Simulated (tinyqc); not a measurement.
From image to dissolution rate: chemically amplified photoresist: aerial image, acid generation, bake, development and line width. Computed by tinyqc, a small Python program. Command: `OMP_NUM_THREADS=1 python tinyqc.py 3008533 3008534 out.jsonl resist walk`. One thread of a shared host (Intel(R) Xeon(R) Processor @ 2.30GHz), about 0.02 s of CPU time with the checks.

Lines and spaces of pitch p with a two-beam-like image; x = 0 is the middle of the bright space. The resist is positive and treated as uniform in depth.

Inputs (values chosen for the exercise, for a model resist at 248 nm):
```
quantity                                         value     unit
pitch p                                            290       nm
image contrast c                                  0.62        -
mean dose E                                       10.2  mJ/cm^2
Dill parameter C                                  0.03  cm^2/mJ
quencher load q, relative to the acid generator   0.12        -
acid diffusivity D                                 1.1   nm^2/s
bake time t                                         90        s
amplification rate k_amp                         0.026      1/s
threshold protection m_th                         0.48        -
development selectivity n                            5        -
largest rate r_max                                 900     nm/s
smallest rate r_min                               0.18     nm/s
```

Method:
- Dose E(x) = E [1 + c cos(2 pi x/p)]; acid h = 1 - exp(-C E(x)).
- Bake: the acid image is blurred by a Gaussian of variance sigma^2 = 2 D t (each Fourier term k of h, taken on 64 points, is multiplied by exp(-4 pi^2 k^2 D t/p^2)).
- The quencher then removes q, h_eff = max(h_blurred - q, 0); protection m = exp(-k_amp t h_eff).
- Mack rate r = r_max (a + 1)(1 - m)^n/(a + (1 - m)^n) + r_min, a = ((n + 1)/(n - 1))(1 - m_th)^n.

Across half a pitch:
```
x/p   x (nm)  dose (mJ/cm^2)  blurred acid  protection m  rate (nm/s)
0.00     0.0          16.524       0.38555        0.5372   2.5827e+02
0.05    14.5          16.214       0.38000        0.5442   2.4412e+02
0.10    29.0          15.316       0.36361        0.5655   2.0333e+02
0.15    43.5          13.917       0.33729        0.6014   1.4282e+02
0.20    58.0          12.154       0.30272        0.6521   7.8228e+01
0.25    72.5          10.200       0.26249        0.7165   2.9795e+01
0.30    87.0           8.246       0.22015        0.7911   6.7729e+00
0.35   101.5           6.483       0.18007        0.8689   8.2629e-01
0.40   116.0           5.084       0.14693        0.9389   1.9418e-01
0.45   130.5           4.186       0.12502        0.9883   1.8000e-01
0.50   145.0           3.876       0.11735        1.0000   1.8000e-01
```

What follows from these numbers?

The dose varies by a factor 4.26 across the pattern and the rate by 1430.

Extremes, crossings and ranges named in words are read from the listed rows.
